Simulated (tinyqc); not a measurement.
# Implanted layer, carriers, mobility and sheet resistance, step by step

tinyqc, about 0.01 s, one thread, Intel Xeon 2.30GHz (shared host): `OMP_NUM_THREADS=1 python tinyqc.py 2110105 2110106 out.jsonl` Printed values are rounded.

An n-type layer from the surface x = 0 to the junction xj, N(x) = N0 exp(-(x - Rp)^2/(2 sg^2)). Local neutrality (no depletion at surface or junction, no spilling of carriers), intrinsic carriers neglected, full ionisation of active dopants.

Parameters, values chosen for the exercise; values close to those of arsenic in silicon over a p-type background:
- T = 300 K (temperature)
- Nb = 7.5e14 cm^-3 (background doping of the opposite type)
- N0 = 1.2e20 cm^-3 (peak chemical concentration)
- m1 = 52.3 cm^2/(V s) (mobility limit at high doping)
- m2 = 1390 cm^2/(V s) (mobility limit at low doping, at 300 K)
- Nr = 9.76e16 cm^-3 (reference doping of the mobility law)
- am = 0.655 (exponent of the mobility law)
- bt = 2.4 (temperature exponent of m2)
- Ns = 1.94e20 cm^-3 (solubility limit of active dopant)
- sg = 110 nm (straggle after annealing)
- Rp = 130 nm (projected range)

Constants: q = 1.602176634e-19 C. Results are converted to the units shown.

## Junction depth and local values

xj = Rp + sg sqrt(2 ln(N0/Nb)); 11 equal steps from 0 to xj. Active dopant A = min(N, Ns); n = A - Nb; mobility mu = m1 + (m2 (T/300 K)^(-bt) - m1)/(1 + ((A + Nb)/Nr)^am).

xj = 668.504 nm

```
point,x (nm),N (cm^-3),A (cm^-3),n (1e20 cm^-3),mu (cm^2/(V s))
0,0.000,5.96888e19,5.96888e19,0.59688,72.0145
1,60.773,9.84413e19,9.84413e19,0.98441,66.5646
2,121.546,1.19646e20,1.19646e20,1.19645,64.8696
3,182.319,1.07166e20,1.07166e20,1.07165,65.8006
4,243.092,7.07380e19,7.07380e19,0.70737,69.9664
5,303.866,3.44101e19,3.44101e19,0.34409,80.3992
6,364.639,1.23355e19,1.23355e19,0.12335,106.233
7,425.412,3.25884e18,3.25884e18,0.03258,174.411
8,486.185,6.34463e17,6.34463e17,0.00634,355.596
9,546.958,9.10306e16,9.10306e16,0.00090,734.614
10,607.731,9.62511e15,9.62511e15,0.00009,1139.55
11,668.504,7.5e14,7.5e14,0.00000,1308.47
```

The mobility runs from 64.9 to 1310 cm^2/(V s).

## Sheet quantities by the trapezoid rule

Dose = integral of N, carrier sheet density = integral of n, 1/Rs = q integral of n mu, mean mobility 1/(q Rs sheet density), Hall mobility (unit Hall factor) = integral of n mu^2 over integral of n mu, Hall sheet density = (integral of n mu)^2/integral of n mu^2; all from 0 to xj.

dose = 2.8963e15 cm^-2
carrier sheet density = 2.8962e15 cm^-2
Rs = 30.739 ohm/square
mean mobility = 70.107 cm^2/(V s)
Hall mobility = 75.000 cm^2/(V s)
Hall sheet density = 2.7073e15 cm^-2

Carriers make up 100 % of the dose. A Hall measurement weights the mobile tail, so its sheet density is 6.5 % below the true one. With 4000 steps Rs = 30.56 ohm/square; the coarse value is 0.58 % above it.
